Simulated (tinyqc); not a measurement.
# Bulk resistivity and mean free path from two films

Problem. In the thick-film limit single-crystal films obey rho = rho0 (1 + 3 (1 - ps) lam/(8 d)). Find rho0, lam and the product rho0 lam.

Parameters, values chosen for the exercise:
- ps = 0 (specular share of surface scattering)

rho at d = 81 and 310 nm (uohm cm): 2.0432963  1.8044742

Solution. rho is a straight line in 1/d: the intercept is rho0 and the slope (3/8)(1 - ps) rho0 lam. Without ps only the product (1 - ps) lam could be found.

rho0 = 1.720 uohm cm
lam = 40.60 nm
rho0 lam = 69.83 uohm cm nm

Program tinyqc, `OMP_NUM_THREADS=1 python tinyqc.py 2100126 2100127 out.jsonl`; Intel Xeon 2.30GHz, shared host, one thread, about 0.01 s.
